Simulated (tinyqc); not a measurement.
# Long-channel MOSFET, surface-potential model: two studies

n-channel transistor on a uniformly doped p-type body, gradual-channel approximation, constant mobility, Boltzmann statistics, full ionisation. Potentials are counted from the neutral body; V is the electron quasi-Fermi potential, Vsb at the source and Vsb + Vds at the drain. Charges are magnitudes per area.

Parameters, values chosen for the exercise; material values close to those of gallium arsenide: temperature T = 300 K; band gap Eg = 1.43 eV; relative permittivity of the semiconductor eps_r = 12.8; conduction-band density of states at T Nc = 4.36e17 cm^-3; valence-band density of states at T Nv = 8.91e18 cm^-3; acceptor density of the body Na = 8.8e17 cm^-3; relative permittivity of the gate insulator eox = 9.35; insulator thickness tox = 22 nm; flat-band voltage Vfb = -0.42 V; channel mobility mu = 180 cm^2/(V s); gate width W = 5 um; gate length L = 2 um; source-body reverse bias Vsb = 0 V; gate-source voltage Vgs = 2.69 V; drain-source voltage Vds = 1.2 V.

Constants: q = 1.602176634e-19 C, kB = 1.380649e-23 J/K, Vt = kB T/q, eps0 = 8.8541878128e-14 F/cm where lengths are in cm. Results are converted to the units shown.

Each table varies one quantity; the others keep the values above.

## Effect of the acceptor density of the body

ni = sqrt(Nc Nv) exp(-Eg/(2 Vt)), Eg in volts; phiF = Vt ln(Na/ni); Cox = eps0 eox/tox; gamma = sqrt(2 q eps0 eps_r Na)/Cox. The surface potential psi at channel potential V solves Vgs + Vsb - Vfb - psi = gamma sqrt(G), G = psi - Vt + Vt exp((psi - 2 phiF - V)/Vt). Charge sheet: Qi = Cox gamma [sqrt(G) - sqrt(psi - Vt)]; I = mu (W/L) [integral of Qi dpsi from psi_0 to psi_L (drift) + Vt (Qi0 - QiL) (diffusion)], with psi_0 at V = Vsb and psi_L at V = Vsb + Vds. VT = Vfb + 2 phiF + gamma sqrt(2 phiF + Vsb), m = 1 + gamma/(2 sqrt(2 phiF + Vsb)). The swing is 20 mV/log10[I(VT - 0.14 V)/I(VT - 0.16 V)] of the charge-sheet current at the given Vds.

Effect of the acceptor density of the body:
```
Na (cm^-3),gamma (V^0.5),VT (V),m,swing (mV/decade),"I at Vgs, Vds (uA)"
8.8e16,0.4751,1.384,1.211,73.78,95.01
1.6e17,0.6406,1.611,1.281,78.20,60.14
3e17,0.8771,1.925,1.380,84.45,26.58
5.6e17,1.198,2.345,1.513,92.90,4.350
1e18,1.601,2.866,1.678,103.5,0.002139
1.9e18,2.207,3.646,1.924,119.7,2.373e-9
```

Read the table: what changes, and by how much?

As Na goes from 8.8e16 to 1.9e18 cm^-3, VT rises from 1.38 to 3.65 V, the swing rises from 73.8 to 120 mV a decade and the current falls from 95.0 to 2.37e-9 uA. The swing is 2.4 % above m Vt ln 10 in the first row and 4.6 % above it in the last. The gate voltage is below VT in 2 of the 6 rows. For Na = 8.8e16 to 5.6e17 cm^-3 the surface electron density at the source passes 0.3 Nc, where degeneracy and quantisation, left out here, matter. At Na = 1.9e18 cm^-3 Na exceeds a fifth of Nv, so Boltzmann statistics and full ionisation are doubtful in the body.

## Output curve

Pao-Sah: Qi(V) = (Cox gamma/2) integral from 3 Vt to psi of exp((u - 2 phiF - V)/Vt)/sqrt(G(u, V)) du, and I = mu (W/L) integral of Qi dV from Vsb to Vsb + Vds. Square law: VT = Vfb + 2 phiF + gamma sqrt(2 phiF + Vsb), m = 1 + gamma/(2 sqrt(2 phiF + Vsb)), I = mu Cox (W/L) [(Vgs - VT) v - m v^2/2] with v the smaller of Vds and (Vgs - VT)/m, and zero below VT.

In this table Vgs = 3.04 V.

Output curve:
```
Vds (V),psi_L (V),QiL (nC/cm^2),"I, charge sheet (uA)","I, Pao-Sah (uA)","I, square law (uA)"
0.03,1.480,63.29,0.9528,0.9633,1.407
0.06,1.503,49.06,1.709,1.727,2.565
0.1,1.532,31.67,2.431,2.457,3.721
0.13,1.551,20.41,2.779,2.809,4.296
0.16,1.566,11.40,2.991,3.023,4.622
0.19,1.576,5.287,3.100,3.133,4.703
0.23,1.582,1.441,3.154,3.188,4.703
0.26,1.584,0.4804,3.166,3.200,4.703
0.29,1.584,0.1537,3.170,3.204,4.703
```

Read the table: what changes, and by how much?

The Pao-Sah current rises from 0.963 to 3.20 uA, while the charge at the drain end falls from 63.3 to 0.154 nC/cm^2. The current first comes within 1 % of its last value at Vds = 0.23 V among the rows listed; the square law saturates at (Vgs - VT)/m = 0.184 V. Over the last two rows psi_L moves by less than 1 mV: the drain has lost hold of the surface potential, so the current no longer grows. In the last row the charge sheet is 1.1 % below Pao-Sah and the square law 47 % above it. In every row the surface electron density at the source passes 0.3 Nc, where degeneracy and quantisation, left out here, matter.

Numbers from tinyqc (`OMP_NUM_THREADS=1 python tinyqc.py 2360141 2360142 out.jsonl`; about 0.04 s on one thread of a shared Intel Xeon 2.30GHz).
